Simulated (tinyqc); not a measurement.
What moves the results of Methfessel-Paxton (first order) smearing: smearing for a one-band metal on the simple cubic lattice.

Lattice vectors (units of a): a1 = (1, 0, 0), a2 = (0, 1, 0), a3 = (0, 0, 1). E(k) = -t A_1(k) - t2 A_2(k), A_m the sum of cos(k . R) over the 6 nearest and 12 second lattice vectors. Mesh k = sum (j_i/N) b_i, j_i = 0 .. N-1.

With x = (E_k - mu)/sigma: Methfessel-Paxton (first order) f = erfc(x)/2 - x exp(-x^2)/(2 sqrt(pi)), s = (1 - 2 x^2) exp(-x^2)/(4 sqrt(pi)). With weights w = points/N^d (d the dimension), mu solves 2 sum w f = ne; E = 2 sum w f E_k, S = 2 sum w s, F = E - sigma S.

Parameters, chosen for this exercise: t = 1.22 eV (nearest hopping); t2 = 0.03 eV (second hopping); ne = 1.26 (electrons per cell); N = 5 (unshifted mesh); sigma = 0.366 eV (width).

All sums formed anew.

Results for these values:

| case | mu (eV) | E (eV) | S | F (eV) |
|---|---|---|---|---|
| base | 0.7238 | -2.2778 | 0.0128 | -2.2825 |

What happens to each result for t = 1.342 eV, all else kept?

Answer: mu rises from 0.7238 to 0.7700; E falls from -2.2778 to -2.5067; S rises from 0.0128 to 0.0134; F falls from -2.2825 to -2.5116.

The same for each parameter in turn:

| case | mu (eV) | E (eV) | S | F (eV) |
|---|---|---|---|---|
| base | 0.7238 | -2.2778 | 0.0128 | -2.2825 |
| N = 10 | 1.0154 | -2.2795 | 0.0041 | -2.2810 |
| sigma = 0.732 eV | 0.9442 | -2.2811 | 0.0033 | -2.2835 |
| ne = 1.36 | 1.5497 | -2.1552 | 0.0236 | -2.1638 |
| t2 = 0.152 eV | 0.9207 | -2.2233 | 0.0137 | -2.2283 |
| t = 1.342 eV | 0.7700 | -2.5067 | 0.0134 | -2.5116 |

tinyqc: `OMP_NUM_THREADS=1 python tinyqc.py 1681479 1681480 out.jsonl`; about 0.3 s, one thread, shared Intel(R) Xeon(R) Processor @ 2.30GHz.
